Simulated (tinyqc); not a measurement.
From results back to parameters: standing waves and exposure in a photoresist film. Four cases, with inputs chosen for the exercise.

Problem. Bleaching of a resist on an index-matched plate: T(0) = T12 exp(-(A + B) d), T(end) = T12 exp(-B d), T12 = 1 - ((n1 - 1)/(n1 + 1))^2, and the first slope dT/dD = T(0) C A T12 (1 - exp(-(A + B) d))/(A + B). Here d = dT and D is the dose; A, B and C are hidden.

Find: A; B; C.

Method. A = ln(T(end)/T(0))/d, B = ln(T12/T(end))/d, and the slope then gives C.

Case 1.

Values chosen (out of a larger set: a resist on Si, indices near tabulated ones; not measured data): n1 = 1.677 (resist index); dT = 0.682 micrometre (resist thickness on an index-matched plate).

T(0) = 0.625958
T(end) = 0.904663
dT/dD = 0.0065731 cm^2/mJ

Solution.

A = 0.54 1/micrometre
B = 0.05 1/micrometre
C = 0.037 cm^2/mJ

Case 2.

Values chosen (out of a larger set: a resist on W, indices near tabulated ones; not measured data): n1 = 1.739 (resist index); dT = 0.251 micrometre (resist thickness on an index-matched plate).

T(0) = 0.824028
T(end) = 0.838634
dT/dD = 0.00022793 cm^2/mJ

Solution.

A = 0.07 1/micrometre
B = 0.40 1/micrometre
C = 0.018 cm^2/mJ

Case 3.

Values chosen (out of a larger set: a resist on Al, indices near tabulated ones; not measured data): n1 = 1.671 (resist index); dT = 0.225 micrometre (resist thickness on an index-matched plate).

T(0) = 0.796770
T(end) = 0.822268
dT/dD = 0.00069467 cm^2/mJ

Solution.

A = 0.14 1/micrometre
B = 0.58 1/micrometre
C = 0.032 cm^2/mJ

Case 4.

Values chosen (out of a larger set: a resist on Cu, indices near tabulated ones; not measured data): n1 = 1.717 (resist index); dT = 0.841 micrometre (resist thickness on an index-matched plate).

T(0) = 0.459037
T(end) = 0.869825
dT/dD = 0.0027405 cm^2/mJ

Solution.

A = 0.76 1/micrometre
B = 0.08 1/micrometre
C = 0.014 cm^2/mJ

Computed by tinyqc, one run a case: `OMP_NUM_THREADS=1 python tinyqc.py N N+1 out.jsonl` with N = 1651839, 1651843, 1651879, 1651922; one thread of a shared Intel(R) Xeon(R) Processor @ 2.30GHz, about 0.01 s a run at most.
